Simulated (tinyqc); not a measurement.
Which coupling does what: hole subbands of a hard-walled well, four-band Luttinger model.

Hole energies are counted downwards from the unstrained band edge, c = hbar^2/2m0. After the usual block transformation one block is H = [[P + Q - Zs, R - i S], [R + i S, P - Q + Zs]] in (heavy, light), with P +/- Q = c [(g1 +/- g2) k^2 + (g1 -/+ 2 g2) kz^2], R = sqrt(3) c gR k^2, S = 2 sqrt(3) c g3 k kz, kz = -i d/dz; axial approximation gR = (g2 + g3)/2. Zs = b (e_par - e_perp) is the shear part of the strain (the hydrostatic part shifts all levels alike and is left out). Basis sqrt(2/L) sin(n pi z/L), n = 1 to N, for each component: kz^2 gives (n pi/L)^2 and the heavy-light block is R delta_nm - 2 sqrt(3) c g3 k D_nm with D_nm = 4 n m/(L (n^2 - m^2)) for n + m odd, 0 otherwise. The other block has the same levels. The split-off band is left out.

Constants: hbar^2/2m0 = 3.80998211 eV angstrom^2.

Inputs chosen for the exercise (near those of AlAs; not measured data): g1 = 3.76 (Luttinger gamma1); g2 = 0.82 (gamma2); g3 = 1.42 (gamma3); L = 155 angstrom (well width along [001]); k = 0.0321 1/angstrom (wave vector in the plane).

shear strain energy Zs = -0.048675 eV

N = 20, at the given k. Diagonal: R = S = 0. Along [100] and [110] gR is g2 and g3 instead of their mean.

Hole energies (meV):

| model | E1 | E2 | E3 | E4 |
|---|---|---|---|---|
| diagonal | -28.68 | -3.33 | 38.93 | 69.97 |
| R alone | -29.27 | -4.02 | 37.94 | 70.56 |
| S alone | -29.85 | -8.59 | 24.21 | 61.31 |
| axial | -30.42 | -9.21 | 23.54 | 60.89 |
| [100] | -30.16 | -8.92 | 23.85 | 61.09 |
| [110] | -30.77 | -9.58 | 23.14 | 60.62 |

The couplings move E1 by -1.74 meV: R alone by -0.58, S alone by -1.17, so S matters more at k L/pi = 1.58 (R grows as k^2 and joins equal n, S as k and joins n of opposite parity). Warping spreads E1 by 0.61 meV between [100] and [110], the hole being heavier along [110]; the axial value lies between them.

(tinyqc, `OMP_NUM_THREADS=1 python tinyqc.py 1250068 1250069 out.jsonl`, Intel(R) Xeon(R) Processor @ 2.30GHz, 1 thread, shared host, about 0.1 s.)
